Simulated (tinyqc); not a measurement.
Against voltage: leakage through a gate insulator: direct, Fowler-Nordheim, trap-assisted and Poole-Frenkel currents. Computed by tinyqc, a small Python program. Command: `OMP_NUM_THREADS=1 python tinyqc.py 3009066 3009067 out.jsonl oxideleak walk`. One thread of a shared host (Intel(R) Xeon(R) Processor @ 2.30GHz), about 0.01 s of CPU time with the checks.

Electrons enter from the cathode Fermi level at x = 0; the conduction band of the insulator lies phi_b - e F x above it, F = V/t. WKB exponents use a parabolic band with mass m.

Inputs (values chosen for the exercise, with an insulator like SiO2):
```
quantity                     value   unit
thickness t                    6.6     nm
barrier phi_b                 3.12     eV
tunnelling mass m             0.43    m_0
static constant eps_ox        3.99      -
trap depth phi_t               1.8     eV
trap density N_t           1.8e+17  cm^-3
attempt rate nu_0            5e+13    1/s
activation of capture E_a      0.2     eV
temperature T                  400      K
```

Constants: e = 1.602176634e-19 C; hbar = 1.054571817e-34 J s; hbar^2/(2 m_0) = 3.80998212 eV angstrom^2; k_B = 8.617333262e-05 eV/K.

Method:
- For a level a distance phi(x) below the band, the WKB exponent is 2 int kappa dx with kappa = sqrt(m phi/(hbar^2/2m_0)); for a linear barrier from phi_1 down to phi_2 = max(phi_1 - e F d, 0) it is G = (4/3) sqrt(m/(hbar^2/2m_0)) (phi_1^(3/2) - phi_2^(3/2))/(e F).
- J_tun = e^3 F^2/(16 pi^2 hbar m phi_b) x exp(-G) / [1 - sqrt(phi_2/phi_b)]^2 with the free-electron mass in the cathode (m in m_0), phi_2 = max(phi_b - e V, 0): direct tunnelling for e V < phi_b, Fowler-Nordheim above. Image forces, back-flow and the limit on supply are left out, so J_tun is overstated below about 0.5 V.
- A trap at depth x lies phi_t below the band. Capture: tunnel at the cathode Fermi level from 0 to x (G_in from phi_1 = phi_b), rate nu_0 exp(-G_in - E_c/k_B T) with E_c = E_a + max(phi_b - phi_t - e F x, 0), the last term being the height of the trap above the cathode Fermi level. Emission: tunnel from the trap level to the anode (G_out from phi_1 = phi_t over t - x), rate nu_0 exp(-G_out - E_a/k_B T). Re-emission to the cathode follows from detailed balance, rate_back = rate_in exp(dE/k_B T) with dE = phi_b - phi_t - e F x. Each trap passes R = rate_in rate_out/(rate_in + rate_back + rate_out) electrons per second; filling from the anode is left out.
- J_TAT = e N_t int_0^t R dx by the midpoint rule on 400 intervals; the most effective depth is the midpoint with the largest R, rounded to 0.01 nm.

Currents:
```
V (V)  F (MV/cm)  J_tun (A/cm^2)  J_TAT (A/cm^2)  best depth (nm)
0.79       1.197      1.5371e-24      3.0971e-25             2.80
1.60       2.424      4.8291e-22      4.2222e-20             2.76
2.41       3.652      3.7637e-19      9.7513e-15             3.61
3.22       4.879      2.9013e-15      5.9475e-11             2.70
4.03       6.106      1.1862e-10      1.3378e-08             2.17
4.83       7.318      1.3790e-07      4.8979e-07             1.81
5.64       8.545      2.3886e-05      6.6935e-06             1.54
6.45       9.773      1.1754e-03      4.7457e-05             1.36
7.26      11.000      2.4940e-02      2.1841e-04             1.20
```

What does the comparison show, and why?

The larger current changes between 0.79 and 1.6 V (to J_TAT) and between 4.83 and 5.64 V (to J_tun). Over the range J_tun grows by 22.2 decades and J_TAT by 20.8. The highest rows may lie beyond breakdown.

Extremes, crossings and ranges named in words are read from the listed rows.
